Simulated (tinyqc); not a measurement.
Comparisons within one model: localisation in a chain with random site energies (transfer matrices). A value that a table varies takes the place of the one given here.

Hopping -t; leads with site energy 0, E = -2t cos(ka). psi_(j+1) = ((e_j - E)/t) psi_j - psi_(j-1), a product of matrices M_j = [[(e_j - E)/t, -1], [1, 0]]. For M = M_N ... M_1 the transmission is T = 4 sin^2(ka)/|M21 - M12 + M22 exp(ika) - M11 exp(-ika)|^2. Long samples draw e_j = W (x_j/2147483647 - 1/2) from x_j = 16807 x_(j-1) mod 2147483647, starting at x0. The localisation length xi, in sites, is defined by ln T = -2N/xi on average; weak disorder gives xi = 24 (4t^2 - E^2)/W^2, and the mean free path for backscattering is xi/2.

Numerical xi = N/ln sqrt(psi_(N+1)^2 + psi_N^2) for N = 20000 sites from psi_1 = 1, psi_0 = 0; its statistical error is about xi sqrt(xi/N).

Inputs chosen for the exercise:
- t = 1.38 eV (hopping)
- E = -1.46 eV (energy)
- x0 = 7901 (start of the number sequence)
- W = 2.12 eV (full width of the disorder)

## Localisation length against disorder

The same number sequence scaled by W.

xi (sites):

| W/t | W (eV) | numerical | error | weak disorder | strong: 1/(ln(W/2t) - 1) |
|---|---|---|---|---|---|
| 1.0 | 1.380 | 73.862 | 4.489 | 69.137 | - |
| 1.5 | 2.070 | 30.057 | 1.165 | 30.727 | - |
| 2.0 | 2.760 | 16.478 | 0.473 | 17.284 | - |
| 3.0 | 4.140 | 7.572 | 0.147 | 7.682 | - |
| 4.0 | 5.520 | 4.801 | 0.074 | 4.321 | - |
| 6.0 | 8.280 | 2.633 | 0.030 | 1.920 | - |
| 10.0 | 13.800 | 1.394 | 0.012 | 0.691 | 1.641 |
| 16.0 | 22.080 | 0.891 | 0.006 | 0.270 | 0.926 |

At W = t the numerical value is 73.9 +/- 4.5 against 69.1, and at 2t 16.48 +/- 0.47 against 17.28. The weak-disorder formula is within 15 % for W/t = 1, 1.5, 2, 3 and 4; at W = 16t it gives 0.27 and the strong-disorder form 0.93, against 0.89. All states of the chain are localised; disorder only sets the length.

## From ballistic to localised

200 samples of each length, cut one after another from the start of the sequence. Typical T = exp(mean ln T). Ohmic: 1/(1 + 2N/xi); localised: exp(-2N/xi), both with the weak-disorder xi.

Transmission:

| N | mean T | typical T | spread of ln T | ohmic | localised |
|---|---|---|---|---|---|
| 2 | 0.889 | 0.884 | 0.108 | 0.880 | 0.872 |
| 5 | 0.728 | 0.699 | 0.299 | 0.746 | 0.711 |
| 10 | 0.558 | 0.483 | 0.600 | 0.594 | 0.505 |
| 20 | 0.361 | 0.235 | 1.070 | 0.423 | 0.255 |
| 40 | 0.175 | 0.0636 | 1.681 | 0.268 | 0.0652 |
| 80 | 0.0501 | 0.00373 | 2.849 | 0.155 | 0.00425 |

With xi = 29.3 sites, mean and typical T are 0.728 and 0.699 at N = 5, and 0.0501 and 0.00373 at N = 80, where ln T scatters by 2.8. The slope of ln(typical T) between 40 and 80 sites gives xi = 28.2, uncertain by about 8 % from the scatter of 200 samples. At N = 80 the ohmic law gives 41.5 times the typical value: a single channel has no ohmic range beyond a mean free path, and the mean is carried by rare resonant samples.

## What each parameter does

Numerical and weak-disorder xi. Each row changes one parameter from the base and keeps the others.

Results:

| case | numerical xi (sites) | weak-disorder xi (sites) |
|---|---|---|
| base | 28.83 | 29.30 |
| t = 1.587 eV | 40.40 | 42.41 |
| E = -1.02 eV | 34.48 | 35.12 |
| W = 2.544 eV | 19.69 | 20.34 |
| x0 = 7902 | 28.95 | 29.30 |

The largest shifts from the base row, up to three for each result and ties (the steps differ in size, so this ranks the rows, not the parameters). numerical xi (sites): t +11.57, W -9.14, E +5.65. weak-disorder xi (sites): t +13.12, W -8.95, E +5.83; unchanged at the printed digits by x0. A new x0 is another sample of the same disorder; its shift is one draw of the statistical scatter, about xi sqrt(xi/N); the other rows share one sample, so their errors are correlated.

Run: tinyqc, `OMP_NUM_THREADS=1 python tinyqc.py 1480562 1480563 out.jsonl`; Intel(R) Xeon(R) Processor @ 2.30GHz, one thread, shared host; about 0.08 s of CPU time with all checks.
